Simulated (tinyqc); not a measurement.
Potential-pH (Pourbaix) lines of a metal, its cation, its oxide and an oxyanion, with a complexing ligand: one step, computed by the program tinyqc. Command: `OMP_NUM_THREADS=1 python tinyqc.py 3027570 3027571 out.jsonl pourb walk`. One thread of a shared host (Intel(R) Xeon(R) Processor @ 2.30GHz), about 0.02 s of CPU time with the checks.

Potentials are against the standard hydrogen electrode; solids and water have unit activity; dG_f of M, H+ and the electron is zero; F = e N_A and s = R T ln(10)/F. The cation carries z = 2.

Problem. Standard potentials. M2+ + 2e = M; MO + 2H+ + 2e = M + H2O; MO2(2-) + 4H+ + 2e = M + 2H2O. For each, E0 = -dG/(z F), and E = E0 + (s/z) log10 a - (s n_H/z) pH, with no activity term for the oxide.

Inputs (values chosen for the exercise, modelled on tin):
```
quantity                value    unit
dG_f of the cation     -26.88  kJ/mol
dG_f of the oxide     -251.64  kJ/mol
dG_f of the oxyanion  -322.72  kJ/mol
dG_f of water         -237.14  kJ/mol
temperature T          298.15       K
```

Species: M, M2+, MO, MO2(2-).

Constants: R = 8.314462618 J/(mol K); e = 1.602176634e-19 C; N_A = 6.02214076e+23 1/mol.

Give: s; E0.

Solution.

s = 0.05916 V

E0 (V): cation -0.1393, oxide -0.0751, oxyanion 0.7854

The metal is less noble than hydrogen.
